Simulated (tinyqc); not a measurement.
## Diffusion length from constant photovoltage

Inverse problem. In a thick sample with a thin depletion layer the excess density at its edge goes as flux/(1/alpha + L), so the flux needed for a fixed surface photovoltage is proportional to 1/alpha + L. Find L.

photon flux for the same photovoltage at absorption coefficients 130 and 1000 1/cm (relative units): 158.92308  92

Answer. The line of flux against 1/alpha meets zero at -L.

slope against 1/alpha = 1.00 1/um
L = 82.0 um

tinyqc, about 0.01 s, one thread, Intel Xeon 2.30GHz (shared host): `OMP_NUM_THREADS=1 python tinyqc.py 2430102 2430103 out.jsonl`
